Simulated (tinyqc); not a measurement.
# Double-gate transistor below threshold, two-dimensional Poisson equation on a small mesh, step by step

Computed by the program tinyqc: `OMP_NUM_THREADS=1 python tinyqc.py 2480032 2480033 out.jsonl`, one thread of a shared Intel Xeon 2.30GHz, about 0.09 s for the whole run. Printed values are rounded.

Half of a symmetric double-gate structure: row 0 is the mid-plane of the body, where the normal field vanishes. Mobile charge is neglected (subthreshold), the body is fully depleted, and potentials are counted from the intrinsic level; rows run upward to the gate, columns from source to drain.

Values chosen for this exercise; semiconductor permittivity close to that of silicon:
```
symbol,value,unit,meaning
T,300,K,temperature
eps_r,11.7,,relative permittivity of the semiconductor
eox,9,,relative permittivity of the insulator
tb,5,nm,half the body thickness
tox,3.9,nm,insulator thickness
L,50,nm,channel length
Na,0,cm^-3,acceptor density of the depleted body
Vbi,0.53,V,potential of the source
Vfb,0.11,V,gate offset
Vg,-0.1,V,gate voltage
Vd,0.5,V,drain voltage
```

Constants: q = 1.602176634e-19 C, kB = 1.380649e-23 J/K, Vt = kB T/q, eps0 = 8.8541878128e-14 F/cm where lengths are in cm. Results are converted to the units shown.

## Coefficients of the five-point equations

Mesh: rows i = 0..1 in the semiconductor (step hs = tb/1, row 1 on the interface), then 1 step(s) ho = tox/1 up to the gate row 2; columns j = 0..4 (step hy = L/4). Box integration, divided by eps0: up_i = eps hy/h of the interval above row i, dn_i = that of the interval below (0 for row 0), lat_i = (sum of eps h/2 over the intervals above and below)/hy, s_i = -q Na w_i hy/eps0 with w_i the semiconductor height of the box (hs/2 for row 0 and the interface row, hs between, 0 in the insulator). Each free node obeys (up + dn + 2 lat) psi = up psi(above) + dn psi(below) + lat [psi(left) + psi(right)] + s.

```
row       up     dn    lat  s (V)
0      29.25      0   2.34      0
1    28.8462  29.25  3.744      0
```

## The linear system

fixed values (free nodes shown as 0) (V):
```
            j=0       j=1       j=2       j=3       j=4
row 0   0.53000   0.00000   0.00000   0.00000   1.03000
row 1   0.53000   0.00000   0.00000   0.00000   1.03000
row 2  -0.21000  -0.21000  -0.21000  -0.21000  -0.21000
```

Unknowns (row, column) in the order listed; A has up + dn + 2 lat on the diagonal and -up, -dn, -lat towards free neighbours; b holds s and the terms of fixed neighbours. Fixed values: gate row Vg - Vfb; column 0 at Vbi and the last column at Vbi + Vd in the semiconductor, each running linearly to Vg - Vfb across the insulator.

A:
```
          (0,1)     (0,2)     (0,3)     (1,1)     (1,2)     (1,3)
(0,1)   33.9300   -2.3400    0.0000  -29.2500    0.0000    0.0000
(0,2)   -2.3400   33.9300   -2.3400    0.0000  -29.2500    0.0000
(0,3)    0.0000   -2.3400   33.9300    0.0000    0.0000  -29.2500
(1,1)  -29.2500    0.0000    0.0000   65.5842   -3.7440    0.0000
(1,2)    0.0000  -29.2500    0.0000   -3.7440   65.5842   -3.7440
(1,3)    0.0000    0.0000  -29.2500    0.0000   -3.7440   65.5842
```

b (V): (0,1) 1.24020, (0,2) 0.00000, (0,3) 2.41020, (1,1) -4.07337, (1,2) -6.05769, (1,3) -2.20137

## Direct solution

Solve A psi = b.

psi at the free nodes (V): (0,1) -0.056364, (0,2) -0.140962, (0,3) 0.039634, (1,1) -0.096505, (1,2) -0.162178, (1,3) -0.025147

## Iteration 1: over-relaxation sweep (omega = 1.2)

psi at the start (fixed values on the edges, free nodes at zero) (V):
```
            j=0       j=1       j=2       j=3       j=4
row 0   0.53000   0.00000   0.00000   0.00000   1.03000
row 1   0.53000   0.00000   0.00000   0.00000   1.03000
row 2  -0.21000  -0.21000  -0.21000  -0.21000  -0.21000
```

Free nodes: rows 0..1, columns 1..3, taken row by row from row 0, left to right. t = (up psi(above) + dn psi(below) + lat [psi(left) + psi(right)] + s)/(up + dn + 2 lat), with the newest neighbours; psi(new) = psi + 1.2 (t - psi).

psi after iteration 1 (V):
```
            j=0       j=1       j=2       j=3       j=4
row 0   0.53000   0.04386   0.00363   0.08554   1.03000
row 1   0.53000  -0.05106  -0.11239  -0.00220   1.03000
row 2  -0.21000  -0.21000  -0.21000  -0.21000  -0.21000
```

## Iteration 2: over-relaxation sweep (omega = 1.2)

As before.

psi after iteration 2 (V):
```
            j=0       j=1       j=2       j=3       j=4
row 0   0.53000  -0.01743  -0.11136   0.05664   1.03000
row 1   0.53000  -0.08135  -0.15368  -0.02005   1.03000
row 2  -0.21000  -0.21000  -0.21000  -0.21000  -0.21000
```

## Course of the iteration: over-relaxation sweep (omega = 1.2)

Stop when the largest change of psi is below 1e-7 V, or after 400 iterations. Fixed values: gate row Vg - Vfb; column 0 at Vbi and the last column at Vbi + Vd in the semiconductor, each running linearly to Vg - Vfb across the insulator.

Course of the iteration:
```
iteration  psi at row 0, j = 2 (V)  largest |change| of one entry (V)
1                       0.00362996                              0.112
2                        -0.111358                              0.115
3                        -0.135829                             0.0286
4                        -0.140007                            8.80e-3
5                        -0.140908                            1.45e-3
6                        -0.141002                            1.12e-4
7                        -0.140976                            2.65e-5
8                        -0.140964                            1.13e-5
9                        -0.140963                            3.25e-6
10                       -0.140962                            8.64e-7
11                       -0.140962                            7.14e-8
```

Converged in 11 iterations. The changes do not fall evenly; from iteration 6 to 11 they shrink by a factor of 4.4 a step on average.

## Barrier, swing and barrier lowering

converged psi (V):
```
            j=0       j=1       j=2       j=3       j=4
row 0   0.53000  -0.05636  -0.14096   0.03963   1.03000
row 1   0.53000  -0.09651  -0.16218  -0.02515   1.03000
row 2  -0.21000  -0.21000  -0.21000  -0.21000  -0.21000
```

d psi/dVg on row 0: j=0 0.000000, j=1 0.796328, j=2 0.930265, j=3 0.796328, j=4 0.000000
d psi/dVd on row 0: j=0 0.00000, j=1 0.00584, j=2 0.03487, j=3 0.19783, j=4 1.00000

The barrier is read along row 0, the path farthest from the gate. Take the node j of lowest psi: barrier Vbi - psi_j; swing Vt ln 10/(d psi_j/dVg); DIBL = (d psi_j/dVd)/(d psi_j/dVg). The derivatives solve the same equations with s = 0 and a unit change of that voltage.

j = 2
barrier = 0.670962 V
swing = 63.9887 mV/decade
DIBL = 37.4812 mV/V

A mesh of 12, 8 and 80 steps (semiconductor, insulator, channel) gives a barrier of 0.702 V, a swing of 62.1 mV a decade and a DIBL of 16.0 mV/V; the small mesh puts the barrier 4.4 % below that.
